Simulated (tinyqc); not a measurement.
# Worked calculation: signal and retention of a DRAM cell

Computed by the program tinyqc: `OMP_NUM_THREADS=1 python tinyqc.py 2130010 2130011 out.jsonl`, one thread of a shared Intel Xeon 2.30GHz, about 0.01 s for the whole run. Printed values are rounded.

A stored one starts at Vd and leaks: Cs dV/dt = -I(V), I = a sqrt((V + Vb)/(Vd + Vb)) + b, with a = Ig exp[-(Eg1 q/kB)(1/T - 1/T0)] (generation in a depletion layer) and b = Is exp[-(Es q/kB)(1/T - 1/T0)]. The bit line is precharged to Vd/2, and charge sharing gives the signal (V - Vd/2) Cs/(Cs + Cb).

Inputs (values chosen for the exercise):
```
symbol,value,unit,meaning
Vd,1.4,V,array voltage
Cs,25,fF,cell capacitance
Cb,85,fF,bit-line capacitance
dm,48,mV,smallest signal that the sense amplifier resolves
Vb,1.34,V,built-in plus back-bias voltage of the storage junction
Ig,7.5,fA,junction leakage at V = Vd and T0
Is,0.063,fA,voltage-independent leakage at T0
Es,0.42,eV,activation energy of Is
T0,358,K,reference temperature
T,358,K,temperature
sg,0.59,,deviation of ln(retention time) over the cells
Nc,1.72e10,,cells
tr,64,ms,refresh interval
Eg1,0.51,eV,activation energy of Ig
```

Constants: q = 1.602176634e-19 C, kB = 1.380649e-23 J/K. Results are converted to the units shown.

Range of the model: Real arrays also hold a tail of unusually leaky cells and cells whose retention varies in time, which this model lacks.

## Signal and margin

The cell fails below Vc = Vd/2 + dm (Cs + Cb)/Cs.

transfer ratio = 0.227273
signal of a fresh one = 159.091 mV
Vc = 0.9112 V
charge that may be lost = 12.22 fC
the same in electrons = 76271.2

## Retention time

With s = sqrt((Vc + Vb)/(Vd + Vb)), the time from Vd to Vc is t = [2 Cs (Vd + Vb)/a] [1 - s - (b/a) ln((a + b)/(a s + b))].

a = 7.5 fA
b = 0.063 fA
retention time = 1.69436 s
estimate with the current held at a + b = 1.61576 s

The constant-current estimate is 4.6 % below the true time, since the junction leaks less as V falls.

## Failing cells

This time is the median of a log-normal spread: failing cells = Nc erfc(z/sqrt 2)/2, z = ln(t/tr)/sg. One failure is expected at the interval where that count equals 1.

z = 5.55285
failing cells = 241.706
interval for one failure = 37.8275 ms

The weakest cell of the array lies about 6.44 deviations out, a factor of 44.8 below the median; the chosen interval is longer than that time.
